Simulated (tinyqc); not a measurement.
Thermal stress and diffusional relaxation in a metal film: Coble and Nabarro-Herring creep, cooling and holds: one step, computed by the program tinyqc.

A thin film on a rigid substrate is stress-free at T0. Tension is positive and the film creeps linearly: d sigma/dt = -M (mismatch) dT/dt - sigma/tau.

Question. Stress after cooling to room temperature. Creep rate per stress: Nabarro-Herring 14 D Omega/(k_B T d^2), Coble (14 pi) delta D_b Omega/(k_B T d^3), with D = D0 exp(-E/(k_B T)), delta D_b = (delta D_b)0 exp(-E_b/(k_B T)); 1/tau = M x (sum of both)/2 (biaxial strain rate is half the uniaxial one). Temperatures in kelvin are T(C) + 273.15. Cooling from T0 at the constant rate: d sigma/dT = -slope + sigma/(tau(T) x rate), integrated to 25 C (stiff solver, tolerance 1e-9). Effective stress-free temperature T_eff = 25 C + sigma/slope.

Inputs (values chosen for the exercise, modelled on copper films on silicon):
```
quantity                           value        unit
biaxial modulus M                    196         GPa
atomic volume Omega                 11.8  angstrom^3
lattice prefactor D0             1.9e-05       m^2/s
lattice energy E                    2.06          eV
boundary prefactor (delta D_b)0  3.8e-15       m^3/s
boundary energy E_b                 1.06          eV
grain size d                        0.49          um
stress-free temperature T0           400           C
hold temperature T                   130           C
cooling rate                         100       C/min
yield stress                         210         MPa
```

thermoelastic slope = 2.744 MPa/K

Constants: k_B = 1.380649e-23 J/K; k_B = 8.617333262e-05 eV/K.

Give: stress at 25 C; effective stress-free temperature.

Answer.

stress at 25 C = 691.8 MPa

effective stress-free temperature = 277.1 C

Creep during cooling removes 32.8 % of the elastic value. Caution: the elastic stress exceeds the yield stress, so dislocation glide would cap it first. Caution: bulk creep laws overstate relaxation in a bonded film, and dislocation glide would cap stresses above the yield stress.
